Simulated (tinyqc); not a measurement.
Inside a calculation. Method: RHF in the sto-3g basis, for H2, spin multiplicity 1. Computed by tinyqc, a small Python program that keeps every step (integrals from PySCF). Settings: charge = 0, multiplicity = 1, basis = sto-3g, energy threshold = 1e-09, iteration cap = 72, orthogonalisation = symmetric, start = atomic densities, DIIS depth = 8, DIIS from iteration = 2, method = RHF. Command: `OMP_NUM_THREADS=1 python tinyqc.py 23758 23759 out.jsonl` (the two numbers bound the seeds that draw the settings). One thread of a shared host (Intel(R) Xeon(R) Processor @ 2.60GHz), about 0.03 s of CPU time with the checks. Later iterations appear only in the table of the cycle.

## One-electron integrals

Geometry (angstrom):
```
atom       x       y       z
H     0.0000  0.0000  0.0000
H     0.0000  0.0000  0.6690
```

Basis sto-3g: exponents (1/bohr^2) and contraction coefficients of normalised primitives:
```
element  l (shell)  exponent  coefficient
H            s (1)    3.4253       0.1543
H            s (1)    0.6239       0.5353
H            s (1)    0.1689       0.4446
```

Overlap, kinetic and nuclear-attraction integrals over the contracted functions; the nuclear repulsion is the sum of Za Zb / Rab.

nuclear repulsion = 0.790997 hartree

overlap S, order 1H 1s, 2H 1s:
```
[[1.0000, 0.7064],
 [0.7064, 1.0000]]
```

kinetic energy T (hartree), order 1H 1s, 2H 1s:
```
[[0.7600, 0.2816],
 [0.2816, 0.7600]]
```

nuclear attraction V (hartree), order 1H 1s, 2H 1s:
```
[[-1.9294, -1.3261],
 [-1.3261, -1.9294]]
```

core Hamiltonian H = T + V (hartree), order 1H 1s, 2H 1s:
```
[[-1.1693, -1.0445],
 [-1.0445, -1.1693]]
```

## Two-electron integrals

Functions are numbered as in S; the eight-fold symmetry (ij|kl) = (ji|kl) = (kl|ij) leaves the list below.

Two-electron integrals (ij|kl) in chemists' order, unique and non-zero (hartree):
```
(11|11) 0.7746   (21|11) 0.4857   (21|21) 0.3470   (22|11) 0.5969
(22|21) 0.4857   (22|22) 0.7746
```

## Orthogonalisation

S = U s U^T; symmetric (Loewdin) form X = U s^(-1/2) U^T, so that X^T S X = 1.

eigenvalues of S: [0.2936, 1.7064]

X, order 1H 1s, 2H 1s:
```
[[1.3056, -0.5400],
 [-0.5400, 1.3056]]
```

## Starting guess

The start is atomic minimal-basis densities projected into this basis (PySCF's MINAO start) and scaled to the electron count of each spin; this density is not idempotent, so its energy is not variational and may lie below the converged one.

D at the start, order 1H 1s, 2H 1s:
```
[[0.9312, 0.0973],
 [0.0973, 0.9312]]
```

## Iteration 1: building the Fock matrix

J_ij = sum D_kl (ij|kl), K_ij = sum D_kl (ik|jl); F = H + J - 0.5 K; E = tr D H + tr D J / 2 - 0.25 tr D K + E_nn.

Coulomb J (hartree), order 1H 1s, 2H 1s:
```
[[1.3718, 0.9722],
 [0.9722, 1.3718]]
```

exchange K (hartree), order 1H 1s, 2H 1s:
```
[[1.1390, 0.9966],
 [0.9966, 1.1390]]
```

Fock matrix F (hartree), order 1H 1s, 2H 1s:
```
[[-0.3671, -0.5706],
 [-0.5706, -0.3671]]
```

total energy of this density = -0.796964 hartree

This density is the starting one; it is not idempotent, so its energy is not variational and may lie below the converged one.

## Iteration 1: diagonalisation and new density

Diagonalise F' = X^T F X, C = X C', fill 1 alpha and 1 beta electrons from the bottom; D = 2 C_occ C_occ^T. Each column has its largest component positive (the first on a tie).

F' = X^T F X (hartree):
```
[[0.0718, -0.6213],
 [-0.6213, 0.0718]]
```

orbital energies (hartree): [-0.5495, 0.6931]

coefficients C, order 1H 1s, 2H 1s:
```
[[0.5413, 1.3050],
 [0.5413, -1.3050]]
```

D after iteration 1, order 1H 1s, 2H 1s:
```
[[0.5860, 0.5860],
 [0.5860, 0.5860]]
```

## Iteration 2: building the Fock matrix

As before.

Coulomb J (hartree), order 1H 1s, 2H 1s:
```
[[1.3731, 0.9760],
 [0.9760, 1.3731]]
```

exchange K (hartree), order 1H 1s, 2H 1s:
```
[[1.2266, 1.1225],
 [1.1225, 1.2266]]
```

Fock matrix F (hartree), order 1H 1s, 2H 1s:
```
[[-0.4096, -0.6297],
 [-0.6297, -0.4096]]
```

total energy of this density = -1.115416 hartree

## Iteration 2: diagonalisation and new density

As before.

F' = X^T F X (hartree):
```
[[0.0704, -0.6795],
 [-0.6795, 0.0704]]
```

orbital energies (hartree): [-0.6091, 0.7500]

coefficients C, order 1H 1s, 2H 1s:
```
[[0.5413, 1.3050],
 [0.5413, -1.3050]]
```

D after iteration 2, order 1H 1s, 2H 1s:
```
[[0.5860, 0.5860],
 [0.5860, 0.5860]]
```

## Iteration 3: building the Fock matrix

As before.

Coulomb J (hartree), order 1H 1s, 2H 1s:
```
[[1.3731, 0.9760],
 [0.9760, 1.3731]]
```

exchange K (hartree), order 1H 1s, 2H 1s:
```
[[1.2266, 1.1225],
 [1.1225, 1.2266]]
```

Fock matrix F (hartree), order 1H 1s, 2H 1s:
```
[[-0.4096, -0.6297],
 [-0.6297, -0.4096]]
```

total energy of this density = -1.115416 hartree

## Iteration 3 (converged): orbitals

As before.

F' = X^T F X (hartree):
```
[[0.0704, -0.6795],
 [-0.6795, 0.0704]]
```

orbital energies (hartree): [-0.6091, 0.7500]

coefficients C, order 1H 1s, 2H 1s:
```
[[0.5413, 1.3050],
 [0.5413, -1.3050]]
```

D after iteration 3, order 1H 1s, 2H 1s:
```
[[0.5860, 0.5860],
 [0.5860, 0.5860]]
```

## Convergence

Stop when the energy changes by less than 1e-09 hartree and every element of the error matrix X^T (F D S - S D F) X is below 9e-06.

Course of the cycle:
```
iteration  E (hartree)     change  largest element of the error matrix
1            -0.796964          -                             2.35e-16
2            -1.115416  -3.18e-01                             2.22e-16
3            -1.115416     0.0000                             2.22e-16
```

PySCF RHF in the same basis = -1.115416 hartree

Converged in 3 iterations.

## Populations, bond orders and dipole

Mulliken: Z minus the diagonal of D S on the atom; Loewdin: the same with S^(1/2) D S^(1/2); Mayer order: 2 sum_s sum (D(s) S)_ij (D(s) S)_ji over the two atoms.

Charges (e):
```
atom  Mulliken  Loewdin
1H           0        0
2H           0        0
```

Mayer bond orders:
```
pair   order
2-1   1.0000
```

dipole moment about the origin, x y z (debye): [0.0000, 0.0000, 0.0000]
